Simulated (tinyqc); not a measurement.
Transistor under a ferroelectric capacitor (negative capacitance), static model: two steps of the calculation.

A ferroelectric film of thickness tf lies between the gate and an inner metal at potential v, which drives an ordinary transistor. One domain, P = Q (background permittivity neglected): Vg = v + tf (2 al Q + 4 be Q^3), al = -3 sqrt(3) Ec/(4 Pr), be = 3 sqrt(3) Ec/(8 Pr^3). Gate charge Q(v) = Qi + Cp v with the channel charge Qi = Cox n Vt ln(1 + exp((v - VT)/(n Vt))). Q in uC/cm^2, E in kV/cm; 1 nm times 1 kV/cm is 1e-4 V. Domains, leakage and the switching time are left out.

Inputs (values chosen for the exercise); Pr and Ec close to those of hafnium oxide based films: temperature T = 300 K; capacitance of the inner oxide Cox = 3 uF/cm^2; overlap capacitance per gate area Cp = 0.44 uF/cm^2; threshold of the inner transistor VT = 0.25 V; subthreshold factor of the inner transistor n = 1.22; ferroelectric thickness tf = 5.1 nm; gate voltage Vg = 0.6 V.

Constants: q = 1.602176634e-19 C, kB = 1.380649e-23 J/K, Vt = kB T/q. Results are converted to the units shown.

Problem 1. Gate voltage against inner potential. Q(v) and Vg(v) as above. C = dQ/dv = Cox/(1 + exp(-(v - VT)/(n Vt))) + Cp; dVg/dv = 1 + C tf (2 al + 12 be Q^2); gain = dv/dVg.

v, point 0 to 8 (V): [0, 0.15, 0.3, 0.45, 0.6, 0.75, 0.9, 1.05, 1.2]
al = -194.85572 kV cm/uC
be = 1.5223103 kV cm^5/uC^3

Find: Q; C; Vg; dVg/dv.

Solution 1.

Q, point 0 to 8 (uC/cm^2): [0.000, 0.070, 0.300, 0.798, 1.314, 1.830, 2.346, 2.862, 3.378]
C, point 0 to 8 (uF/cm^2): [0.4411, 0.5609, 2.930, 3.435, 3.440, 3.440, 3.440, 3.440, 3.440]
Vg, point 0 to 8 (V): [0.0000, 0.1361, 0.2405, 0.2929, 0.3459, 0.4053, 0.4738, 0.5540, 0.6483]
dVg/dv, point 0 to 8: [0.9123, 0.8886, 0.4201, 0.3377, 0.3716, 0.4236, 0.4927, 0.5788, 0.6820]

dVg/dv is positive at all listed points; its smallest value, 0.338, means a gain of 2.96. Minimising dVg/dv over v puts the thickness at which the fold first appears at 7.66 nm.

Problem 2. Inner potential by Newton steps. f = v + tf (2 al Q + 4 be Q^3) - Vg, f' = 1 + C tf (2 al + 12 be Q^2) with C = Cox/(1 + exp(-(v - VT)/(n Vt))) + Cp; v(new) = v - f/f'.

v after iteration 1 = 1.2837796 V
al = -194.85572 kV cm/uC
be = 1.5223103 kV cm^5/uC^3

Give: Q; f; f'; v after iteration 2.

Solution 2.

Q = 3.6662 uC/cm^2
f = 0.10814 V
f' = 0.74706
v after iteration 2 = 1.1390 V

Program tinyqc, `OMP_NUM_THREADS=1 python tinyqc.py 2860018 2860019 out.jsonl`; Intel Xeon 2.30GHz, shared host, one thread, about 0.02 s.
